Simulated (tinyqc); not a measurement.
Wannier-Stark ladder of a miniband: sweeps and comparisons. A value that a table varies takes the place of the one given here.

One state in each well j = -(Nw - 1)/2 ... (Nw - 1)/2: H_jj = j e F d, H_(j,j+1) = -W/4; 1 kV/cm = 0.01 meV/angstrom. In an infinite chain the levels are j e F d and the state of well 0 has amplitude J_j(x) in size on well j, x = W/(2 e F d).

Constants: hbar = 6.58211957e-16 eV s.

Parameters, chosen for this exercise (near those of an InGaAs/InAlAs superlattice; shifted at random, so the results belong to these values and not to a real crystal):

| symbol | value | unit | meaning |
|---|---|---|---|
| W | 12 | meV | miniband width |
| d | 96 | angstrom | period |
| Nw | 9 |  | wells |
| Fs | (1.2, 1.7, 2.3, 3.2, 5, 8.4, 18) | kV/cm | fields |
| G | 3 | meV | hbar/tau |
| F | 3.6 | kV/cm | field |

## Raising the field

Infinite-chain weights beside the middle spacing of the finite stack.

Results:

| F (kV/cm) | e F d (meV) | x | J_0^2 | J_1^2 | J_2^2 | middle spacing/(e F d) |
|---|---|---|---|---|---|---|
| 1.2 | 1.15 | 5.208 | 0.012 | 0.118 | 0.001 | 1.4835 |
| 1.7 | 1.63 | 3.676 | 0.158 | 0.004 | 0.187 | 1.1330 |
| 2.3 | 2.21 | 2.717 | 0.023 | 0.190 | 0.222 | 1.0278 |
| 3.2 | 3.07 | 1.953 | 0.063 | 0.336 | 0.117 | 1.0034 |
| 5.0 | 4.80 | 1.250 | 0.417 | 0.261 | 0.029 | 1.0001 |
| 8.4 | 8.06 | 0.744 | 0.751 | 0.120 | 0.004 | 1.0000 |
| 18 | 17.28 | 0.347 | 0.941 | 0.029 | 0.000 | 1.0000 |

What can be read from the table?

J_0 vanishes at x = 2.405, F = 2.6 kV/cm, where the line at j = 0 disappears; J_0^2 overtakes J_1^2 for good at x = 1.435, F = 4.4 kV/cm, and reaches 0.94 in the last row. The 9 wells reproduce the middle spacing of the even ladder to 1 % from 3.2 kV/cm on, where the swing W/(e F d) = 2x is 3.9 periods. The lines are seen apart only where e F d exceeds their width, usually a few meV.

## Drift velocity with scattering

Esaki-Tsu: v = v0 y/(1 + y^2), y = e F d/G, v0 = W d/(2 hbar), at zero temperature; 1 angstrom/s = 1e-8 cm/s, 1 kV/cm = 0.01 meV/angstrom. The last column is dv/dF in cm^2/(V s).

Results:

| y | F (kV/cm) | v (1e6 cm/s) | dv/dF |
|---|---|---|---|
| 0.1 | 0.31 | 0.87 | 2718 |
| 0.3 | 0.94 | 2.41 | 2145 |
| 0.6 | 1.88 | 3.86 | 969 |
| 1.0 | 3.12 | 4.38 | 0 |
| 1.5 | 4.69 | 4.04 | -331 |
| 2.5 | 7.81 | 3.02 | -280 |
| 4.0 | 12.50 | 2.06 | -145 |

v0 = 8.75 x 1e6 cm/s
field at y = 1 = 3.12 kV/cm

What can be read from the table?

The velocity peaks at v0/2 = 4.38 x 1e6 cm/s at 3.12 kV/cm and then falls: negative differential velocity, steepest at y = sqrt3 with -v0/(8 Fc) = -350 cm^2/(V s). The low-field mobility is v0/Fc = 2800 cm^2/(V s). At the peak the swing is W/G = 4.0 periods, too few for the semiclassical picture to be safe.

## What each parameter does

e F d, x, J_0(x)^2 and the lowest level of the finite stack. Each row changes one parameter from the base and keeps the others.

Results:

| case | e F d (meV) | x | J_0^2 | lowest level (meV) |
|---|---|---|---|---|
| base | 3.46 | 1.736 | 0.142 | -15.87 |
| W = 15 meV | 3.46 | 2.170 | 0.016 | -16.76 |
| d = 104 angstrom | 3.74 | 1.603 | 0.206 | -16.91 |
| F = 2.52 kV/cm | 2.42 | 2.480 | 0.001 | -12.21 |
| Nw = 11 | 3.46 | 1.736 | 0.142 | -19.32 |

What does this show?

The largest shifts from the base row, up to three for each result and ties (the steps differ in size, so this ranks the rows, not the parameters). e F d (meV): F -1.04, d +0.29; unchanged at the printed digits by W and Nw. x: F +0.744, W +0.434, d -0.134; unchanged at the printed digits by Nw. J_0^2: F -0.141, W -0.126, d +0.064; unchanged at the printed digits by Nw. lowest level (meV): F +3.65, Nw -3.46, d -1.04.

Computed by tinyqc, a small Python program: `OMP_NUM_THREADS=1 python tinyqc.py 1250699 1250700 out.jsonl` (the numbers bound the seed that draws the inputs); one thread of a shared host (Intel(R) Xeon(R) Processor @ 2.30GHz), about 0.01 s for the whole set of steps.
